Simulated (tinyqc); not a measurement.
# Undoped gate-all-around wire MOSFET, analytic charge model, step by step

Computed by the program tinyqc: `OMP_NUM_THREADS=1 python tinyqc.py 2460127 2460128 out.jsonl`, one thread of a shared Intel Xeon 2.30GHz, about 0.04 s for the whole run. Printed values are rounded.

An undoped round wire of radius R under an insulator shell and a surrounding gate; long channel, electrons only, n = ni exp((psi - V)/Vt) with V the quasi-Fermi potential (0 at the source, Vd at the drain), constant mobility, no quantisation. The radial Poisson equation gives n(r) = n(0)/(1 - (1 - b) r^2/R^2)^2 with b = Q0/(Q + Q0). Q is the electron charge per area of the wire surface.

Parameters, values chosen for the exercise; material values close to those of silicon:
- T = 300 K (temperature)
- Eg = 1.14 eV (band gap)
- eps_r = 11.8 (relative permittivity of the semiconductor)
- Nc = 2.85e19 cm^-3 (conduction-band density of states at T)
- Nv = 2.63e19 cm^-3 (valence-band density of states at T)
- eox = 7.62 (relative permittivity of the gate insulator)
- tox = 1.5 nm (insulator thickness)
- R = 8 nm (wire radius)
- dphi = 0.05 V (gate work function less that of the intrinsic body)
- mu = 450 cm^2/(V s) (channel mobility)
- L = 0.2 um (gate length)
- Vg = 1.27 V (gate voltage)
- Vd = 0.3 V (drain voltage)

Constants: q = 1.602176634e-19 C, kB = 1.380649e-23 J/K, Vt = kB T/q, eps0 = 8.8541878128e-14 F/cm where lengths are in cm. Results are converted to the units shown.

Range of the model: The surface density at the source passes 0.3 Nc, where Boltzmann statistics fail. mu V/L, with V the smaller of Vd and Vg - V0, passes 3e6 cm/s, so velocity saturation, left out here, would lower the current.

## Constants of the wire

ni = sqrt(Nc Nv) exp(-Eg/(2 Vt)), Eg in volts; Cox = eps0 eox/(R ln(1 + tox/R)); Q0 = 4 eps0 eps_r Vt/R; V0 = dphi + Vt ln[8 eps0 eps_r Vt/(q ni R^2)].

ni = 7.27481e9 cm^-3
Cox = 4.90754 uF/cm^2
Q0 = 135.050 nC/cm^2
V0 = 0.553707 V

## Iteration 1: charge at the source by Newton steps in y = ln(Q/Q0)

y at the start = 3

With V = 0 and Q = Q0 exp(y): f = Q/Cox + Vt y + Vt ln(1 + Q/Q0) - (Vg - V0); df/dy = Q/Cox + Vt (1 + Q/(Q + Q0)); y(new) = y - f/(df/dy).

Q = 2712.55 nC/cm^2
f = -0.00719282 V
df/dy = 0.603210 V
y after iteration 1 = 3.01192

## Iteration 2: charge at the source by Newton steps in y = ln(Q/Q0)

As before.

Q = 2745.09 nC/cm^2
f = 3.95351e-5 V
df/dy = 0.609854 V
y after iteration 2 = 3.01186

## Course of the iteration: charge at the source by Newton steps in y = ln(Q/Q0)

Stop when y changes by less than 1e-11, or after 60 iterations.

Course of the iteration:

| iteration | y | \|change\| |
|---|---|---|
| 1 | 3.01192 | 0.0119 |
| 2 | 3.01186 | 6.48e-5 |
| 3 | 3.01186 | 1.93e-9 |
| 4 | 3.01186 | 0 |

Converged in 4 iterations. The change falls from 0.012 in the first iteration to below the tolerance in the last.

## Drain current and line charge

Qs = 2744.91 nC/cm^2
Qd = 1432.36 nC/cm^2

Q solves Vg - V0 - V = Q/Cox + Vt ln(Q/Q0) + Vt ln(1 + Q/Q0). I = mu (2 pi R/L)[2 Vt (Qs - Qd) + (Qs^2 - Qd^2)/(2 Cox) + Vt Q0 ln((Qd + Q0)/(Qs + Q0))], with Qs at V = 0 and Qd at V = Vd. Electrons per length at the source: 2 pi R Qs/q; surface over centre density: (1 + Qs/Q0)^2.

first term = 7.67530 uA
second term = 63.1786 uA
third term = -0.240215 uA
I = 70.6137 uA
electrons per length = 8.61169 1/nm
surface over centre density = 454.762

The square-law term makes up 89.5 % of the current.
